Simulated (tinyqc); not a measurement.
# Gain factor and gap resistance from two string resistances

Inverse problem. At small bit-line voltage each of the 64 cells has the resistance 1/(K x) at overdrive x (no mobility reduction) in series with a gap resistance Rg. Find K, Rg and the share of the gaps at the higher overdrive.

resistance of a string of 64 equal cells at overdrives of 4.2 and 8.9 V (kohm): [4887.7431, 3016.3282]

Answer. The resistance per cell is a straight line in 1/x with slope 1/K and intercept Rg.

K = 4.300 uA/V^2
Rg = 21.00 kohm
share of the gaps = 44.56 %

Numbers from tinyqc (`OMP_NUM_THREADS=1 python tinyqc.py 2142019 2142020 out.jsonl`; about 0.5 s on one thread of a shared Intel Xeon 2.30GHz).
